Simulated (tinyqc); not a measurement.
Worked calculation: CID on RHF in the sto-3g basis, for H3+, spin multiplicity 1. One step of it, computed by the program tinyqc.

Task: Iteration 4 (converged): orbitals. Diagonalise F' = X^T F X, C = X C', fill 1 alpha and 1 beta electrons from the bottom; D = 2 C_occ C_occ^T. Each column has its largest component positive (the first on a tie).

converged F (hartree), lower triangle:
```
           1H 1s      2H 1s      3H 1s
1H 1s  -0.949834
2H 1s  -0.794717  -0.659265
3H 1s  -0.794717  -0.403618  -0.659265
```

X, lower triangle:
```
           1H 1s     2H 1s     3H 1s
1H 1s   1.446583
2H 1s  -0.459492  1.205880
3H 1s  -0.459492  0.085205  1.205880
```

Give: F' = X^T F X; orbital energies; coefficients C; D after iteration 4.

Result:

F' = X^T F X (hartree), lower triangle:
```
         1        2        3
1  -0.3235
2  -0.5579  -0.3040
3  -0.5579   0.0171  -0.3040
```

orbital energies (hartree): MO1 -1.0945, MO2 -0.3211, MO3 0.4841

coefficients C:
```
          MO1      MO2      MO3
1H 1s  0.5805   0.0000   1.4758
2H 1s  0.3094   0.7924  -0.9741
3H 1s  0.3094  -0.7924  -0.9741
```

D after iteration 4, lower triangle:
```
        1H 1s   2H 1s   3H 1s
1H 1s  0.6740
2H 1s  0.3592  0.1914
3H 1s  0.3592  0.1914  0.1914
```
